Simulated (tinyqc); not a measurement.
Inside a calculation. Model: band-to-band tunnelling and avalanche in a reverse-biased abrupt junction. Computed by tinyqc, a small Python program that keeps every step. Command: `OMP_NUM_THREADS=1 python tinyqc.py 3010776 3010777 out.jsonl zener walk`. One thread of a shared host (Intel(R) Xeon(R) Processor @ 2.30GHz), about 0.01 s of CPU time with the checks. Intermediate numbers are printed to about 6 digits and carried at full precision; extremes and crossings named in words are read from the listed rows.

Direct Kane tunnelling in the local field (for indirect gaps the mass is an effective fit) and one ionisation coefficient for both carriers. N is the doping of the light side, or N_A N_D/(N_A + N_D) for the symmetric junction; the built-in voltage is taken as E_g/e.

Inputs (values chosen for the exercise, modelled on In0.53Ga0.47As): band gap at 300 K, E_g = 0.728 eV; gap narrowing with temperature, -dE_g/dT = 0.35 meV/K; reduced tunnelling mass m_r = 0.025 m_0; permittivity eps = 13.9; ionisation prefactor a = 4.9e+06 1/cm; ionisation field at 300 K, b = 1.68e+06 V/cm; relative rise of b with temperature = 3.3 1e-4/K; effective doping N = 7.7e+17 1/cm^3; reverse bias V_R = 0.75 V; current density that defines tunnel breakdown, J_0 = 10 A/cm^2; temperature T = 200 K.

Junction: symmetric.

Constants: eps_0 = 8.8541878128e-12 F/m; e = 1.602176634e-19 C; m_0 = 9.1093837015e-31 kg; hbar = 1.054571817e-34 J s.

## Junction at the given bias

E_g(T) = E_g - (T - 300 K)(-dE_g/dT); b(T) = b [1 + (rise)(T - 300 K)]; w = sqrt(2 eps eps_0 (V_R + E_g/e)/(e N)); F_m = 2 (V_R + E_g/e)/w; the field falls linearly from F_m to 0 on both sides.

E_g(T) = 0.763 eV

depletion width w = 54.9434 nm

peak field F_m = 0.550748 MV/cm

shortest tunnelling distance E_g/(e F_m) = 13.8539 nm

## Kane coefficients and peak generation rate

Kane: G(F) = A F^2 exp(-B/F), A = e^2 sqrt(m_r)/(18 pi hbar^2 sqrt(E_g)), B = pi sqrt(m_r) E_g^(3/2)/(2 e hbar), SI units; J = e int G dx x V_R/(V_R + E_g/e), the last factor making J vanish at zero bias; int G dx = (w/F_m) int_0^F_m G dF by 64 Gauss-Legendre points.

A = 1.76175e+20 1/(cm s V^2)

B = 5.99653 MV/cm

B/F_m = 10.8880

G(F_m) = 9.98306e+26 1/(cm^3 s)

Caution: V_R is below E_g/e, so the field drops by more than a quarter along the tunnelling path and the local Kane formula overestimates the current.

## Tunnel current and multiplication

Avalanche: I = (w/F_m) int_0^F_m a exp(-b/F) dF by 64 Gauss-Legendre points, M = 1/(1 - I), breakdown at I = 1.

tunnel current density = 29.7496 A/cm^2

ionisation integral I = 0.304741

The estimate e G(F_m) w (F_m/B) V_R/(V_R + E_g/e), which keeps only the region near the peak, gives 40.0 A/cm^2.

## Which breakdown comes first?

V_Z solves J = J_0 and V_A solves I = 1; the lower one is the breakdown voltage; temperature coefficients by a central difference of +/- 10 K.

tunnel breakdown V_Z = 0.571116 V

avalanche breakdown V_A = 1.89367 V

breakdown voltage = 0.571116 V

dV_Z/dT = -1.03308 mV/K

dV_A/dT = 1.69242 mV/K

Tunnelling comes first, at 0.7 E_g/e. V_Z falls on heating because the gap shrinks, and V_A rises because carriers lose more energy to phonons. Caution: V_A is below about 5 E_g/e, where the local law understates it, since it ignores the distance a carrier needs to reach the ionisation energy.

## Against the doping

The formulas are those given above.

Breakdown:
```
N (1/cm^3)      V_Z (V)  V_A (V)  F_m at breakdown (MV/cm)       first
1.50e+16    3.85201e+01  28.0019                  0.335170   avalanche
3.80e+16    1.64089e+01  14.5256                  0.388923   avalanche
9.20e+16    7.11248e+00   7.9046                  0.434331  tunnelling
2.30e+17    2.79906e+00   4.2587                  0.461852  tunnelling
4.60e+17    1.23286e+00   2.6769                  0.488913  tunnelling
7.70e+17    5.71116e-01   1.8937                  0.517167  tunnelling
1.50e+18    1.16950e-01   1.2037                  0.586223  tunnelling
3.80e+18    2.11740e-03   0.6323                  0.870050  tunnelling
```

The mechanism changes between 3.80e16 and 9.20e16 per cm^3. Across the table V_Z + E_g/e scales as N^-0.71 and V_A as N^-0.68: tunnelling needs a nearly fixed field, while avalanche in a thinner layer needs a higher one. Rows with V_Z below E_g/e understate it, since the local Kane formula overestimates the current there. Rows with V_A below about 5 E_g/e understate it, since the local law ignores the distance a carrier needs to reach the ionisation energy.

Checks made by the program: field integral against adaptive quadrature in x (relative difference 2e-10).
